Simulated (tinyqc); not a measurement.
Leakage currents through a thin dielectric. From one set of inputs to another, one input at a time. Computed by tinyqc, a small Python program. Command: `OMP_NUM_THREADS=1 python tinyqc.py 3021713 3021714 out.jsonl leak ladder`. One thread of a shared host (Intel(R) Xeon(R) Processor @ 2.30GHz), about 0.06 s of CPU time with the checks.

Electrons leave an electrode with Fermi energy E_F above its band bottom; barriers are counted from the Fermi level, and both electrodes are alike. They cross the interlayer first.

The inputs printed are set A. Set A is modelled on Al2O3; the values taken over come from a set modelled on TiO2. Inputs not listed in the table keep their values of set A, so the rows need not describe a real material.

Inputs (values chosen for the exercise, modelled on Al2O3):
```
quantity,value,unit
barrier height phi_B,2.76,eV
tunnelling mass m,0.29,m_0
static permittivity k,8.81,-
optical permittivity k_o,3.24,-
trap depth phi_t,1.6,eV
Poole-Frenkel prefactor sigma_0,0.0055,S/cm
thickness t,11,nm
voltage V,5.7,V
temperature T,300,K
interlayer thickness t_i,0.75,nm
interlayer barrier phi_i,3.15,eV
interlayer mass m_i,0.38,m_0
interlayer permittivity k_i,4.1,-
```

Stack: dielectric on an interlayer.

Constants: m_0 = 9.1093837015e-31 kg; e = 1.602176634e-19 C; hbar = 1.054571817e-34 J s; eps_0 = 8.8541878128e-12 F/m; k_B = 8.617333262e-05 eV/K; k_B = 1.380649e-23 J/K; h = 6.62607015e-34 J s.

Method:
- Fields: F_i = V/(t_i + t k_i/k), F = F_i k_i/k; equivalent oxide thickness 3.9 (t/k + t_i/k_i).
- WKB: a layer of mass m, field F and barrier b(x) = b_0 - e F x gives the exponent (4 sqrt(2 m)/(3 hbar e F)) [b_0^(3/2) - max(b_0 - e F t, 0)^(3/2)] for b_0 > 0; b_0 = barrier - (E - E_F), less e F_i t_i for the second layer; the transmission is D(E) = exp(-sum of exponents), without image force.
- Schottky emission J = A T^2 exp(-(phi_B - sqrt(e^3 F/(4 pi k_o eps_0)))/k_B T), A = 4 pi e m k_B^2/h^3 with the tunnelling mass; Poole-Frenkel J = sigma_0 F exp(-(phi_t - sqrt(e^3 F/(pi k_o eps_0)))/k_B T); both use the field F of the dielectric and ignore the interlayer.

Each row keeps all changes above it:
```
input moved,from,to,Poole-Frenkel current density (A/cm^2),transmission D(E_F),equivalent oxide thickness (nm)
set A,-,-,3.7580e-08,2.1521e-14,5.5829
static permittivity k,8.81,50.7,1.5379e-11,8.5264e-04,1.5596
interlayer thickness t_i (nm),0.75,0.59,7.1981e-11,9.8461e-05,1.4074
tunnelling mass m (m_0),0.29,0.55,7.1981e-11,2.1676e-05,1.4074
optical permittivity k_o,3.24,6.22,2.3894e-14,2.1676e-05,1.4074
barrier height phi_B (eV),2.76,0.566,2.3894e-14,5.4454e-03,1.4074
temperature T (K),300,200,2.8216e-23,5.4454e-03,1.4074
thickness t (nm),11,3.6,4.7809e-19,2.6275e-02,0.8381
```

Poole-Frenkel current density goes from 3.76e-8 to 4.78e-19, a factor 1.27e-11 in all. The largest single move comes from temperature T (a factor 1.18e-9), and thickness t works against it (a factor 16900). Transmission D(E_F) goes from 2.15e-14 to 0.0263, a factor 1.22e12 in all. The largest single move comes from static permittivity k (a factor 3.96e10). Equivalent oxide thickness goes from 5.58 to 0.838, a factor 0.150 in all. The largest single move comes from static permittivity k (a factor 0.279). The single moves hold for this order of the switches; the total does not depend on the order.

Caution (rows static permittivity k, interlayer thickness t_i, tunnelling mass m, optical permittivity k_o, barrier height phi_B, temperature T, thickness t): the field is near or above what such a dielectric withstands; the numbers only show the formulas. Caution (rows temperature T, thickness t): so small a Poole-Frenkel current cannot be measured, and its value is formal.

Extremes, crossings and ranges named in words are read from the listed rows.
